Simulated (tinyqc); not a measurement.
MOS inversion layer, Poisson-Schroedinger loop: two steps of the calculation.

Electrons confined at an insulator interface at z = 0, treated as a hard wall; parabolic valleys, Hartree approximation, no image or exchange terms. The depletion charge lies far deeper than the electrons and gives a uniform field q Nd/(eps0 eps_r); the gate balances all charge. Energies are counted from the band edge at the interface.

Inputs (values chosen for the exercise); masses and permittivity close to those of silicon (100):
```
symbol   value   unit                                   meaning
T          300      K                               temperature
eps_r     11.8                            relative permittivity
md1      0.191     m0  in-plane density-of-states mass of set A
md2      0.415     m0  in-plane density-of-states mass of set B
Ns      1.3e13  cm^-2                sheet density of electrons
a          0.5                                    mixing factor
```

Constants: q = 1.602176634e-19 C, kB = 1.380649e-23 J/K, hbar = 1.054571817e-34 J s, m0 = 9.1093837015e-31 kg, Vt = kB T/q, eps0 = 8.8541878128e-14 F/cm where lengths are in cm. Results are converted to the units shown.

Question 1. Fermi level and occupations. Level k holds N_k = D_k Vt ln(1 + exp((EF - E_k)/Vt)) with D = 2 md1 m0 q/(pi hbar^2) for the set A, D = 4 md2 m0 q/(pi hbar^2) for the set B per eV (spin included); EF is fixed by sum N_k = Ns.

levels (eV): A1 0.016492406, A2 0.028868038, B1 0.029011364, B2 0.062429995

Find: EF; N_k.

Answer 1.

EF = 0.009451 eV
N_k (cm^-2): A1 2.336e12, A2 1.595e12, B1 6.897e12, B2 2.172e12

Question 2. Density, output potential and mixing. n_i = sum_k N_k |psi_k|^2 (converted to cm^-3). Hartree part by Gauss: on the interval before node i the electrons still beyond are S_i = Ns - hz sum_(j<i) n_j, and U_i = U_(i-1) + q S_i hz/(eps0 eps_r) in eV, U_0 = 0 at the interface. Mixing: U(new) = U + a (U(out) - U).

columns A: node; B: z (nm); C: self-consistent potential U at the start (eV); D: |psi|^2 of A1 (1/nm); E: |psi|^2 of A2 (1/nm); F: |psi|^2 of B1 (1/nm); G: |psi|^2 of B2 (1/nm)
```
A       B  C           D           E           F           G
1    0.69  0  0.03220298  0.03255561  0.00793005  0.01679391
2    1.38  0  0.10840814  0.09337668  0.02975037  0.05802608
3    2.07  0  0.18680293  0.11840151  0.06043857  0.10195403
4    2.76  0  0.23384537  0.08582691  0.09363634  0.12647805
5    3.45  0  0.23845668  0.02965946  0.12331617  0.12025182
6    4.14  0  0.20901716  0.00021041  0.14498548  0.08730005
7    4.83  0  0.16236123  0.02131287  0.15625769  0.04384105
8    5.52  0  0.11395636  0.07943458  0.15683209  0.00992794
9    6.21  0  0.07324152  0.14181524  0.14805745  0.00043662
10    6.9  0  0.04352776  0.18065413  0.13229780  0.01939481
11   7.59  0  0.02409667  0.18574920  0.11229344  0.05946808
12   8.28  0  0.01249604  0.16299789  0.09064670  0.10593888
13   8.97  0  0.00609560  0.12575931  0.06949115  0.14286143
14   9.66  0  0.00280395  0.08670926  0.05034452  0.15872341
15  10.35  0  0.00121594  0.05376651  0.03410893  0.14970252
16  11.04  0  0.00049391  0.02982356  0.02116739  0.11988713
17  11.73  0  0.00018366  0.01440302  0.01152767  0.07901383
18  12.42  0  0.00005798  0.00556501  0.00497586  0.03895987
19  13.11  0  0.00001148  0.00125420  0.00121768  0.01031584
```

N_k (cm^-2): A1 2.3357919e12, A2 1.5945433e12, B1 6.8973647e12, B2 2.1723002e12

Give: n; U(out); U after round 1.

Answer 2.

```
node  n (1e19 cm^-3)  U(out) (eV)  U after round 1 (eV)
1              0.218        0.138                0.0688
2              0.733        0.274                0.1368
3              1.263        0.404                0.2021
4              1.604        0.526                0.2628
5              1.716        0.635                0.3176
6              1.678        0.732                0.3662
7              1.586        0.817                0.4086
8              1.496        0.891                0.4453
9              1.419        0.953                0.4765
10             1.344        1.005                0.5025
11             1.256        1.047                0.5236
12             1.144        1.080                0.5401
13             1.004        1.105                0.5524
14             0.837        1.122                0.5611
15             0.649        1.133                0.5667
16             0.455        1.140                0.5700
17             0.275        1.143                0.5716
18             0.128        1.144                0.5722
19             0.033        1.145                0.5723
```

Numbers from tinyqc (`OMP_NUM_THREADS=1 python tinyqc.py 2160147 2160148 out.jsonl`; about 1 s on one thread of a shared Intel Xeon 2.30GHz).
